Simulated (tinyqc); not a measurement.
# Worked calculation: MOSFET in saturation, small-signal circuit and noise

Program tinyqc, `OMP_NUM_THREADS=1 python tinyqc.py 2150129 2150130 out.jsonl`; Intel Xeon 2.30GHz, shared host, one thread, about 0.01 s. Printed values are rounded.

Bias by the inversion coefficient IC = I/Ispec (charge-based model with velocity saturation; weak inversion below 0.1, strong above 10). Common-source circuit: gm, gds, Cgs, Cgd and Cj at the inner nodes, Rg in series with the gate; quasi-static, no source or drain resistance, no gate-body capacitance, no substrate network, no induced gate noise, so fmax is an upper estimate.

Inputs (values chosen for the exercise):
```
symbol,value,unit,meaning
T,300,K,temperature
L,40,nm,gate length
W,20,um,total gate width
Cox,1.11,uF/cm^2,gate capacitance
mu,200,cm^2/(V s),mobility
n,1.2,,slope factor
Ls,10,nm,velocity-saturation length
sg,0.14,,ratio gds/gm
Cov,0.38,fF/um,overlap and fringe capacitance per side
Cj,0.63,fF/um,drain junction capacitance
Rsh,8,ohm,sheet resistance of the gate
Wf,4,um,finger width
Rc,100,ohm um,gate contact and vertical resistance
IC,15,,inversion coefficient
gw,0.03,,short-channel excess of the noise factor
Nt,1e17,cm^-3 eV^-1,oxide trap density
lt,0.1,nm,tunnelling length into the oxide
ac,3000,V s/C,Coulomb scattering coefficient
f,40,GHz,signal frequency
```

Constants: q = 1.602176634e-19 C, kB = 1.380649e-23 J/K, Vt = kB T/q. Results are converted to the units shown.

## Current, transconductance and gain

Ispec = 2 n mu Cox (W/L) Vt^2, lc = Ls/L, gms = [sqrt((lc IC + 1)^2 + 4 IC) - 1]/[2 + lc (lc IC + 1)], gm = gms Ispec/(n Vt), gds = sg gm.

Ispec = 178.042 uA
I = 2670.63 uA
gms = 2.53691
gm = 14.5597 mS
gds = 2.03835 mS
gm/I = 5.45177 1/V

gm/I is 16.9 % of its weak-inversion limit 1/(n Vt); without velocity saturation (lc = 0) gms would be 3.41.

## Capacitances, gate resistance and cut-off frequencies

qs = [sqrt(1 + 4 IC) - 1]/2, Cgs = Cox W L qs (2 qs + 3)/(3 (qs + 1)^2) + Cov W, Cgd = Cov W, Cd = Cj W, Rg = Rsh (Wf/L)/(12 Nf) + Rc/W with Nf = W/Wf fingers (not rounded) contacted at both ends. fT = gm/(2 pi (Cgs + Cgd)), fmax = fT/(2 sqrt(Rg (gds + 2 pi fT Cgd))).

Cgs = 12.6955 fF
Cgd = 7.6 fF
Cd = 12.6 fF
Rg = 18.3333 ohm
fT = 114.175 GHz
fmax = 154.052 GHz

Overlap and fringe make up 74.9 % of the gate capacitance; fmax is 1.35 times fT.

## Admittance matrix

Inner admittances at w = 2 pi f: y11 = i w (Cgs + Cgd), y12 = -i w Cgd, y21 = gm - i w Cgd, y22 = gds + i w (Cgd + Cd). Invert to Z, add Rg to Z11 and invert back to Y.

inner y (mS):
```
                 1               2
1   0.0000+5.1008i  0.0000-1.9101i
2  14.5597-1.9101i  2.0384+5.0768i
```

Y with Rg (mS):
```
                 1                2
1   0.4729+5.0566i  -0.1771-1.8935i
2  14.2564-3.2433i   2.1519+5.5760i
```

## Current gain and unilateral power gain

|h21| = |Y21/Y11|; U = |Y21 - Y12|^2/(4 [Re Y11 Re Y22 - Re Y12 Re Y21]). Extrapolated at 20 dB a decade: f |h21| and f sqrt(U).

|h21| = 2.87884
U = 14.8324
f |h21| = 115.154 GHz
f sqrt(U) = 154.052 GHz

f |h21| is 0.86 % above the formula for fT, and f sqrt(U) within 0.01 % of that for fmax.

## Noise at the gate

Channel noise Sid = 4 kB T gam n gm with gam = (1/2 + (2/3) qs)/(1 + qs) + gw lc IC, qs = [sqrt(1 + 4 IC) - 1]/2, lc = Ls/L (the last term an empirical rise with velocity saturation); at the gate, white noise Sw = Sid/gm^2 + 4 kB T Rg. Number fluctuation with correlated mobility: S(f) = K/f, K = q^2 Vt lt Nt/(W L Cox^2) (1 + ac mu Cox I/gm)^2, Vt in eV with Nt per eV. Corner fc = K/Sw. Full shot noise would be 2 q I.

gam = 0.741332
Sid = 2.14590e-22 A^2/Hz
Sid/(2 q I) = 0.250759
sqrt(Sw) = 1.14719 nV/Hz^0.5
K = 8.47794e-11 V^2
fc = 64.4202 MHz

The gate resistance gives 23 % of the white noise power.
